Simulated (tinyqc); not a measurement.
Shockley state of an s-p chain by decimation: one step. First round of decimation. Four cases, with inputs chosen for the exercise.

Task: Carry out one round.

Each site has s at -d/2 and p at +d/2: H0 = diag(-d/2, d/2). The block to the next site on the right is H1 = [[-ts, u], [-u, tp]] (rows s, p of site n; columns s, p of site n + 1). Bulk: H(k) = [[-d/2 - 2 ts cos k, 2i u sin k], [-2i u sin k, d/2 + 2 tp cos k]]. The bands are inverted at k = pi if d < 2 (ts + tp).

Decimation (Sancho-Rubio) at z = E + i eta: start with es = e = H0, A = H1, B = H1^T. Each round forms g = (z - e)^-1 and sets es += A g B, e += A g B + B g A, A = A g A, B = B g B, doubling the length covered. Stop when all |A| < 1e-10. Surface G = (z - es)^-1, bulk G = (z - e)^-1; densities -Im tr G/pi.

Case 1.

Values chosen: d = 1.15 eV (Ep - Es); ts = 1.44 eV (s-s hopping); tp = 1.2 eV (p-p hopping); u = 1.2 eV (s-p hopping); E = -0.57 eV (energy); eta = 0.01 eV (broadening).

Case 2.

Values chosen: d = 7.97 eV (Ep - Es); ts = 1.46 eV (s-s hopping); tp = 1.68 eV (p-p hopping); u = 1.15 eV (s-p hopping); E = -0.41 eV (energy); eta = 0.02 eV (broadening).

Case 3.

Values chosen: d = 0.95 eV (Ep - Es); ts = 1.01 eV (s-s hopping); tp = 1.52 eV (p-p hopping); u = 0.47 eV (s-p hopping); E = -0.08 eV (energy); eta = 0.05 eV (broadening).

Case 4.

Values chosen: d = 7.66 eV (Ep - Es); ts = 1.42 eV (s-s hopping); tp = 1.26 eV (p-p hopping); u = 0.47 eV (s-p hopping); E = -0.22 eV (energy); eta = 0.02 eV (broadening).

Give: g; es; e; A.

Result:

Case 1.

g (1/eV):
```
,s,p
s,40.0000-80.0000i,0.0000
p,0.0000,-0.8733-0.0076i
```

es (eV):
```
,s,p
s,81.1115-165.8990i,67.8625-138.2510i
p,67.8625-138.2510i,56.9175-115.2110i
```

e (eV):
```
,s,p
s,162.7979-331.7980i,0.0000
p,0.0000,113.2599-230.4220i
```

A (eV):
```
,s,p
s,84.2015-165.8770i,-70.3775+138.2290i
p,70.3775-138.2290i,-58.8575+115.1890i
```

Case 2.

g (1/eV):
```
,s,p
s,0.2797-0.0016i,0.0000
p,0.0000,-0.2275-0.0010i
```

es (eV):
```
,s,p
s,-3.6897-0.0047i,0.0301-0.0046i
p,0.0301-0.0046i,3.7127-0.0050i
```

e (eV):
```
,s,p
s,-3.3943-0.0094i,0.0000
p,0.0000,3.4405-0.0100i
```

A (eV):
```
,s,p
s,0.8971-0.0020i,-0.9092+0.0006i
p,0.9092-0.0006i,-1.0121-0.0009i
```

Case 3.

g (1/eV):
```
,s,p
s,2.4917-0.3154i,0.0000
p,0.0000,-1.7873-0.1610i
```

es (eV):
```
,s,p
s,1.6720-0.3573i,-0.0940-0.2648i
p,-0.0940-0.2648i,-3.1039-0.4417i
```

e (eV):
```
,s,p
s,3.8190-0.7146i,0.0000
p,0.0000,-6.6829-0.8834i
```

A (eV):
```
,s,p
s,2.9366-0.2862i,-2.4597+0.0347i
p,2.4597-0.0347i,-4.6798-0.3023i
```

Case 4.

g (1/eV):
```
,s,p
s,0.2770-0.0015i,0.0000
p,0.0000,-0.2469-0.0012i
```

es (eV):
```
,s,p
s,-3.3260-0.0034i,0.0387-0.0017i
p,0.0387-0.0017i,3.4992-0.0023i
```

e (eV):
```
,s,p
s,-2.8220-0.0067i,0.0000
p,0.0000,3.1684-0.0045i
```

A (eV):
```
,s,p
s,0.6131-0.0028i,-0.3311+0.0003i
p,0.3311-0.0003i,-0.4532-0.0016i
```

Computed by tinyqc, one run a case: `OMP_NUM_THREADS=1 python tinyqc.py N N+1 out.jsonl` with N = 1481271, 1481279, 1482347, 1482363; one thread of a shared Intel(R) Xeon(R) Processor @ 2.30GHz, about 0.3 s a run at most.
